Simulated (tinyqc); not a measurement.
Field length and prefactor from two substrate currents.

Problem. For Em = (Vd - Vdsat)/l, Isub/Id = (Ai/Bi)(Vd - Vdsat) exp(-Bi l/(Vd - Vdsat)), and l = sqrt(3 tox xj). Find l, Ai and xj.

Inputs (values chosen for the exercise): oxide thickness tox = 5.5 nm; ionisation field Bi = 1.81 MV/cm.

Isub/Id at Vd - Vdsat = 1.8 and 2.4 V: 0.0539443857  0.177237007

Solution. ln[Isub/(Id (Vd - Vdsat))] is linear in 1/(Vd - Vdsat) with slope -Bi l.

l = 35.9 nm
Ai = 2.00e6 1/cm
xj = 78.0 nm

Computed by the program tinyqc: `OMP_NUM_THREADS=1 python tinyqc.py 2550139 2550140 out.jsonl`, one thread of a shared Intel Xeon 2.30GHz, about 0.01 s for the whole run.
